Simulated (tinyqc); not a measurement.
Worked calculation: sp3 tight binding, zinc-blende lattice. One step of it, computed by the program tinyqc.

Task: Levels at k. Diagonalise the Hermitian matrix.

H(k) at k (eV):
```
                      a s                 a px                 a py                 a pz
a s            -16.120000             0.000000             0.000000             0.000000
a px             0.000000            -6.910000             0.000000             0.000000
a py             0.000000             0.000000            -6.910000             0.000000
a pz             0.000000             0.000000             0.000000            -6.910000
c s   -4.714656-1.081661i   0.342303+5.746956i   3.521739+0.558588i   1.096290+1.794416i
c px  -0.342303-5.746956i   1.142947+0.262221i  -1.270345-2.079309i  -4.080873-0.647273i
c py  -3.521739-0.558588i  -1.270345-2.079309i   1.142947+0.262221i  -0.396649-6.659379i
c pz  -1.096290-1.794416i  -4.080873-0.647273i  -0.396649-6.659379i   1.142947+0.262221i

                      c s                 c px                 c py                 c pz
a s   -4.714656+1.081661i  -0.342303+5.746956i  -3.521739+0.558588i  -1.096290+1.794416i
a px   0.342303-5.746956i   1.142947-0.262221i  -1.270345+2.079309i  -4.080873+0.647273i
a py   3.521739-0.558588i  -1.270345+2.079309i   1.142947-0.262221i  -0.396649+6.659379i
a pz   1.096290-1.794416i  -4.080873+0.647273i  -0.396649+6.659379i   1.142947-0.262221i
c s            -13.480000             0.000000             0.000000             0.000000
c px             0.000000            -5.530000             0.000000             0.000000
c py             0.000000             0.000000            -5.530000             0.000000
c pz             0.000000             0.000000             0.000000            -5.530000
```

Give: eigenvalues; weights |c|^2 of the basis functions.

Result:

eigenvalues (eV): -22.5066  -16.9398  -14.5085  -13.4599  -2.5844  -1.0818  1.3388  2.8224

weights |c|^2 of the basis functions:
```
      band 1  band 2  band 3  band 4  band 5  band 6  band 7  band 8
a s   0.5495  0.1598  0.0258  0.0145  0.1710  0.0653  0.0038  0.0104
a px  0.0395  0.1214  0.0872  0.1633  0.1991  0.2722  0.0157  0.1016
a py  0.0038  0.1242  0.2855  0.0666  0.1224  0.0616  0.1661  0.1698
a pz  0.0060  0.0925  0.1380  0.3011  0.0047  0.0090  0.2687  0.1800
c s   0.3185  0.2778  0.0405  0.0209  0.2824  0.0437  0.0042  0.0120
c px  0.0611  0.0570  0.0733  0.1276  0.1203  0.4235  0.0188  0.1185
c py  0.0113  0.1089  0.2023  0.0709  0.0966  0.1108  0.2016  0.1976
c pz  0.0103  0.0585  0.1473  0.2353  0.0036  0.0138  0.3211  0.2100
```
